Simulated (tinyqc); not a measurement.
Equal gaps, different models: fitting sp3s* parameters to three gaps by Newton steps.

sp3s* tight binding, nearest neighbours only: anion (a) at 0, cation (c) at a/4 (1,1,1), orbitals s, px, py, pz, s* on each; k in units of 2 pi/a. With phases e_j = exp(i (pi/2) k.n_j) for n = (1,1,1), (1,-1,-1), (-1,1,-1), (-1,-1,1): g0 = (e1+e2+e3+e4)/4, g1 = (e1+e2-e3-e4)/4, g2 = (e1-e2+e3-e4)/4, g3 = (e1-e2-e3+e4)/4. The diagonal holds the levels Esa, Epa, Exa (s*) and Esc, Epc, Exc. Anion-cation block: <sa|sc> = Vss g0; <sa|xc> = Vsapc g1; <xa|sc> = -Vscpa g1; <xa|xc> = Vxx g0; <xa|yc> = <ya|xc> = Vxy g3, <xa|zc> = <za|xc> = Vxy g2, <ya|zc> = <za|yc> = Vxy g1; <s*a|xc> = Vxapc g1; <xa|s*c> = -Vpaxc g1; y and z take g2 and g3 in place of g1; s-s* and s*-s* vanish.

Gaps are level 5 at Gamma, X = (1,0,0) and L = (1/2,1/2,1/2) less level 4 at Gamma; no spin-orbit coupling. Free parameters: Vss, Vxapc and Vpaxc. H is linear in them, so by Hellmann-Feynman J_ij = <u|dH/dp_j|u> for level 5 at point i less the same for level 4 at Gamma. Newton: p(new) = p + J^-1 (target - gaps); stop when all misses are below 1e-7 eV.

Constants: hbar^2/2m0 = 3.80998211 eV angstrom^2.

Inputs chosen for the exercise (out of a larger set: near a published set for InAs, fitted to gaps, whose masses and valley positions are rough; not measured data):

| symbol | value | unit | meaning |
|---|---|---|---|
| p | (-9.568, 0.906, -2.69, 3.705, 7.382, 6.717, -5.672, 1.861, 4.457, 3.032, 5.389, 3.352, 3.952) | eV | start, order Esa, Epa, Esc, Epc, Exa, Exc, Vss, Vxx, Vxy, Vsapc, Vscpa, Vxapc, Vpaxc |
| tg | (0.6774, 2.4167, 1.4308) | eV | target gaps at Gamma, X, L |
| a | 6.055 | angstrom | lattice constant |

The same three targets are met with other triples of free parameters (those for which Newton converges within 3 eV of the start). Not fitted: level 5 at K = (3/4,3/4,0) above Ev, the spacing of levels 6 and 5 at X, the depth of level 2 at X below Ev, the valence width at Gamma, and the mass c q^2/(E(q) - E(0)) of level 5 along [100], q = 0.002 (2 pi/a), c = hbar^2/2m0.

Unfitted results:

| free parameters | largest change (eV) | K (eV) | X spacing (eV) | level 2 at X (eV) | valence width (eV) | mass (m0) |
|---|---|---|---|---|---|---|
| start | 0.000 | 2.150 | 0.322 | 6.966 | 12.739 | 0.0393 |
| Vss, Vxapc, Vpaxc | 0.176 | 2.187 | 0.093 | 7.005 | 12.889 | 0.0517 |
| Esa, Vxapc, Vscpa | 0.603 | 2.200 | 0.136 | 6.868 | 12.287 | 0.0539 |
| Vss, Exa, Exc | 0.414 | 2.186 | 0.087 | 6.978 | 12.889 | 0.0517 |

What does the comparison show?

All fitted rows have the same three gaps, yet they spread by 14 meV at K, 49 meV in the X spacing, 137 meV in level 2 at X, 603 meV in the valence width and 4.1 % in the mass. The smallest change of parameters, 0.176 eV, is that of Vss, Vxapc, Vpaxc. A fit fixes what it was given and leaves the rest to the choice of free parameters.

tinyqc: `OMP_NUM_THREADS=1 python tinyqc.py 1482087 1482088 out.jsonl`; about 0.4 s, one thread, shared Intel(R) Xeon(R) Processor @ 2.30GHz.
